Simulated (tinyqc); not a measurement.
Changing the cell length L: finite-size error of a charged defect in a periodic cell: Madelung and Makov-Payne terms. Computed by tinyqc, a small Python program. Command: `OMP_NUM_THREADS=1 python tinyqc.py 3026665 3026666 out.jsonl imagecharge sweep`. One thread of a shared host (Intel(R) Xeon(R) Processor @ 2.30GHz), about 0.07 s of CPU time with the checks.

L is the cube root of the cell volume. The defect charge is a Gaussian, rho(r) = q (2 pi sigma^2)^(-3/2) exp(-r^2/2 sigma^2), repeated periodically in a uniform neutralising background and screened by a continuum. The model cell energy is E(L) = E_0 + [periodic - isolated electrostatic energy].

Inputs (values chosen for the exercise, with screening close to that of ZnO):

| quantity | value | unit |
|---|---|---|
| charge q | -2 | e |
| dielectric constant eps | 8.37 | - |
| width sigma of the defect charge | 1.4 | angstrom |
| formation energy of the isolated defect E_0 | 1.93 | eV |

Supercell lattice: bcc. Screening: isotropic.

Constants: e^2/(4 pi eps_0) = 14.39964548 eV angstrom.

Method:
- Cell vectors: (-1,1,1), (1,-1,1), (1,1,-1), scaled to volume L^3.
- Ewald sum for a unit point charge: scale each Cartesian component of the cell by 1/sqrt(eps_i), giving R', G' and V'; E = [ (1/2) sum erfc(eta R')/R' + (2 pi/V') sum exp(-G'^2/4 eta^2)/G'^2 - eta/sqrt(pi) - pi/(2 V' eta^2) ] e^2/(4 pi eps_0) / sqrt(eps_x eps_y eps_z), over n_i = -6..6, omitting n = (0,0,0), eta = 2/V'^(1/3). alpha = -2 E eps_g L/(e^2/(4 pi eps_0)), eps_g = (eps_x eps_y eps_z)^(1/3).
- Periodic energy of the Gaussian: (2 pi q^2/V) sum_(G != 0) exp(-sigma^2 G^2)/(G.eps.G) x e^2/(4 pi eps_0), n_i = -k..k with k = max(9, L/sigma rounded up). Isolated energy: q^2/(2 sqrt(pi) sigma) <1/(n.eps.n)> e^2/(4 pi eps_0), the mean over directions n, here 1/eps.

One run for each value:

| cell length L (angstrom) | finite-size error (eV) | point-charge correction -q^2 E (eV) | E(L) (eV) |
|---|---|---|---|
| 6.5 | -1.2218 | 1.5290 | 0.7082 |
| 8.1 | -1.0675 | 1.2270 | 0.8625 |
| 10.0 | -0.9091 | 0.9939 | 1.0209 |
| 13.0 | -0.7259 | 0.7645 | 1.2041 |
| 16.0 | -0.6005 | 0.6212 | 1.3295 |
| 19.0 | -0.5107 | 0.5231 | 1.4193 |
| 24.0 | -0.4080 | 0.4141 | 1.5220 |
| 30.0 | -0.3281 | 0.3313 | 1.6019 |

Over the rows, finite-size error (eV) rises from -1.22 to -0.328 (exponent d ln y / d ln x -0.61 between the first rows and -0.98 between the last); point-charge correction -q^2 E (eV) falls from 1.53 to 0.331 (exponent d ln y / d ln x about -1.00 throughout); E(L) (eV) rises from 0.708 to 1.60 (exponent d ln y / d ln x 0.90 between the first rows and 0.23 between the last). At the high end the exponent of finite-size error is -0.98, close to -1: the Madelung term rules in large cells. The exponent of point-charge correction -q^2 E stays at -1: the Madelung term goes as 1/L.
